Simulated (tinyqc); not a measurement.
Hubbard ring of 3 sites, step by step. Computed by tinyqc, a small Python program that keeps every step. Settings: hopping = 0.54, U = 7.5, mixing = 1, iteration cap = 80. Command: `OMP_NUM_THREADS=1 python tinyqc.py 30954 30955 out.jsonl` (the two numbers bound the seeds that draw the settings). One thread of a shared host (Intel(R) Xeon(R) Processor @ 2.60GHz), about 0.2 s of CPU time with the checks. Later iterations appear only in the table of the cycle.

## Mean-field iteration 1

one-body matrix (hopping and site energies) (eV), lower triangle:
```
,1,2,3
1,0.000000
2,-0.540000,0.000000
3,-0.540000,-0.540000,0.000000
```

U = 7.500000 eV

electrons, up and down: 1  1

mixing = 1

n(up) at the start (a guess, not normalised): 1 0.383000, 2 0.283000, 3 0.383000

n(down) at the start (a guess): 1 0.283000, 2 0.383000, 3 0.283000

H(up) = T + U n(down), H(down) = T + U n(up); fill the lowest levels; n(new) = n + mixing (n(out) - n); E = tr T (rho up + rho down) + U sum n_up n_down of the output.

levels, up (eV): 1.227888  2.662500  3.227112

levels, down (eV): 1.456640  2.998360  3.412500

energy = 0.070660 eV

n(up) after iteration 1: 1 0.411313, 2 0.177375, 3 0.411313

n(down) after iteration 1: 1 0.215947, 2 0.568106, 3 0.215947

## Mean-field iteration 2

As before.

levels, up (eV): 0.905774  2.159603  4.434622

levels, down (eV): 0.961888  2.913268  3.624844

energy = -0.570791 eV

n(up) after iteration 2: 1 0.475370, 2 0.049259, 3 0.475370

n(down) after iteration 2: 1 0.094401, 2 0.811198, 3 0.094401

## Mean-field iteration 3

As before.

levels, up (eV): 0.071017  1.248007  6.180976

levels, down (eV): 0.165513  3.229210  4.105277

energy = -0.782206 eV

n(up) after iteration 3: 1 0.492063, 2 0.015874, 3 0.492063

n(down) after iteration 3: 1 0.033282, 2 0.933436, 3 0.033282

## Convergence

Each step fills the lowest levels of T + U n(other spin) and sets n(new) = n + mixing (n(out) - n); stop when output and input agree to 1e-8.

Course of the cycle:
```
iteration,E (eV),largest |n(out) - n(in)|,mean |n_up - n_down|
1,0.07066010,1.85e-01,0.260487
2,-0.57079118,2.43e-01,0.507959
3,-0.78220570,1.22e-01,0.611708
4,-0.78953112,1.31e-02,0.623936
5,-0.78962021,1.72e-03,0.625353
6,-0.78962108,1.29e-04,0.625473
7,-0.78962109,1.64e-05,0.625486
8,-0.78962109,1.22e-06,0.625488
9,-0.78962109,1.56e-07,0.625488
10,-0.78962109,1.16e-08,0.625488
11,-0.78962109,1.48e-09,0.625488
```

local moments n_up - n_down: 1 0.469116, 2 -0.938232, 3 0.469116

Converged in 11 iterations. Before convergence this energy mixes input and output and is not variational, so it may rise towards its limit.

## The many-body Hamiltonian

Basis: all placements (u, d, 2, 0 on each site), up operators ordered before down ones; hops carry the sign of the same-spin electrons passed.

H (eV), lower triangle:
```
,200,ud0,u0d,du0,020,0ud,d0u,0du,002
200,7.500000
ud0,-0.540000,0.000000
u0d,-0.540000,-0.540000,0.000000
du0,-0.540000,0.000000,0.000000,0.000000
020,0.000000,-0.540000,0.000000,-0.540000,7.500000
0ud,0.000000,0.000000,-0.540000,-0.540000,-0.540000,0.000000
d0u,-0.540000,0.000000,0.000000,-0.540000,0.000000,0.000000,0.000000
0du,0.000000,-0.540000,0.000000,0.000000,-0.540000,0.000000,-0.540000,0.000000
002,0.000000,0.000000,-0.540000,0.000000,0.000000,-0.540000,-0.540000,-0.540000,7.500000
```

## Exact diagonalisation (9 states)

Lowest levels of the sector, and the double occupancy of the lowest state.

lowest levels (eV): -1.343779  -0.540000  -0.540000  0.457192  0.457192  1.080000

double occupancy per site = 0.009654

The mean-field solution above lies 0.5542 eV above the exact energy.

## The lowest level by Lanczos steps

From a random start vector (not printed): a_j = <q_j|H|q_j>, b_j = norm of the remainder after orthogonalising; the Ritz value is the lowest eigenvalue of the tridiagonal matrix of a and b so far.

Lanczos:
```
j,a_j (eV),b_j (eV),lowest Ritz value (eV)
1,0.398326,3.097555,0.39832626
2,5.928888,1.717388,-0.98869658
3,0.434435,0.503562,-1.32308983
4,5.180664,3.720658,-1.33037704
5,2.065383,0.434084,-1.34292928
6,0.992304,0,-1.34377865
```
